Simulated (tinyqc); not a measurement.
Worked calculation: band offset of a heterojunction with an interface dipole (two-band chains, self-consistent charge). Values are carried at full precision from step to step, so a last printed digit may differ when a step is redone from the rounded ones.

Sites alternate A, C. Left: A at -G1/2, C at +G1/2, hopping -t1; right: A at D - G2/2, C at D + G2/2, hopping -t2; the bonds across the two interfaces of a ring (C left to A right, C right to A left) have -sqrt(t1 t2). D is the offset of the mid-gaps, so Ev(right) - Ev(left) = D - (G2 - G1)/2 and Ec(right) - Ec(left) = D + (G2 - G1)/2. The closing bond has its sign reversed (antiperiodic ring). Half the levels are filled with two electrons each. The charge moved is q = (electrons on the left) less one a site; the mean over the two interfaces, q/2, is taken as the charge that crosses each, and its dipole opposes the offset: D = D0 - u q/2.

Parameters, chosen for this exercise (gaps near those of InGaAs and InP; the chains and D0 are free models, so the offsets are not those of the real pair; shifted at random, so the results belong to these values and not to a real crystal):
```
symbol  value  unit  meaning
G1      0.73   eV    gap on the left
G2      1.29   eV    gap on the right
t1      2.63   eV    hopping on the left
t2      1.83   eV    hopping on the right
D0      0.49   eV    mid-gap of the right side above that of the left, without dipole
n       3            cells a side in the small ring
u       8.3    eV    potential step per electron moved across
mx      0.2          mixing
```

## The small ring at D = D0

Fill in H.

H (eV), lower triangle:
```
         AL1      CL1      AL2      CL2      AL3      CL3      AR1      CR1      AR2      CR2      AR3     CR3
AL1  -0.3650
CL1  -2.6300   0.3650
AL2        0  -2.6300  -0.3650
CL2        0        0  -2.6300   0.3650
AL3        0        0        0  -2.6300  -0.3650
CL3        0        0        0        0  -2.6300   0.3650
AR1        0        0        0        0        0  -2.1938  -0.1550
CR1        0        0        0        0        0        0  -1.8300   1.1350
AR2        0        0        0        0        0        0        0  -1.8300  -0.1550
CR2        0        0        0        0        0        0        0        0  -1.8300   1.1350
AR3        0        0        0        0        0        0        0        0        0  -1.8300  -0.1550
CR3   2.1938        0        0        0        0        0        0        0        0        0  -1.8300  1.1350
```

## Levels and site charges

Diagonalise, fill the lower half with two electrons each, and sum the electrons on the left (L) less one a site.

levels (eV): -4.8914  -3.9229  -2.7302  -2.7040  -1.0011  -0.8898  1.3650  1.6744  3.3168  3.4449  4.3286  4.9497

electrons on the sites: AL1 1.2235, CL1 0.8547, AL2 1.1951, CL2 0.8605, AL3 1.1896, CL3 0.8622, AR1 1.2299, CR1 0.6733, AR2 1.2784, CR2 0.6728, AR3 1.2812, CR3 0.6789

q = 0.1856 electrons

Electrons move to the left, the side whose mid-gap lies lower.

## Self-consistent offset

From here on the ring has 24 cells a side.

Start at D = D0; D(out) = D0 - u q(D)/2; D(new) = D + mx (D(out) - D); stop when |D(out) - D| < 1e-7 eV.

Iterations:
```
i     D (eV)        q  D(out) (eV)  D(out) - D
0    0.49000  0.27043     -0.63229       -1.12
1    0.26554  0.14256     -0.10162      -0.367
2    0.19211  0.10260      0.06423      -0.128
3    0.16653  0.08881      0.12144     -0.0451
4    0.15751  0.08396      0.14156     -0.0160
5    0.15432  0.08225      0.14867    -0.00565
6    0.15319  0.08164      0.15119    -0.00200
7    0.15279  0.08143      0.15208   -0.000710
8    0.15265  0.08135      0.15240   -0.000252
...      ...      ...          ...         ...
12   0.15257  0.08131      0.15257   -3.98e-06
13   0.15257  0.08131      0.15257   -1.41e-06
14   0.15257  0.08131      0.15257   -5.00e-07
15   0.15257  0.08131      0.15257   -1.77e-07
16   0.15257  0.08131      0.15257   -6.28e-08
```

D = 0.1526 eV

Converged at i = 16: the dipole removes 69 % of the starting offset.

## Linear response

chi = (q(+h) - q(-h))/(2h) at D = 0 with h = 0.01 eV; S = 1/(1 + u chi/2); linear estimate D = S D0.

chi = 0.53102 1/eV
S = 0.3121
linear estimate of D = 0.1529 eV

The self-consistent value is 0.1526 eV, -0.4 meV from the estimate. At D = 0 no net charge crosses: the mid-gaps are the neutrality levels of these symmetric chains.

## The line-up

Ev(right) - Ev(left) = D - (G2 - G1)/2 and Ec(right) - Ec(left) = D + (G2 - G1)/2, for D0, for the self-consistent D and for D = 0. Type I: the offsets have opposite signs; type III: one valence edge lies above the other conduction edge; else type II.

Offsets (eV):
```
case                           D  valence  conduction                 type
no dipole                  0.490    0.210       0.770  type II (staggered)
self-consistent            0.153   -0.127       0.433  type I (straddling)
neutrality levels aligned  0.000   -0.280       0.280  type I (straddling)
```

The dipole changes the type of the junction.

## Checks

- q at D = 0 against zero, as particle-hole symmetry demands: both 0.000000.
- q at the self-consistent D on 24 against 48 cells a side: both 0.0813.

Program tinyqc; command `OMP_NUM_THREADS=1 python tinyqc.py 1452526 1452527 out.jsonl`; about 0.4 s on one thread of a shared Intel(R) Xeon(R) Processor @ 2.30GHz.
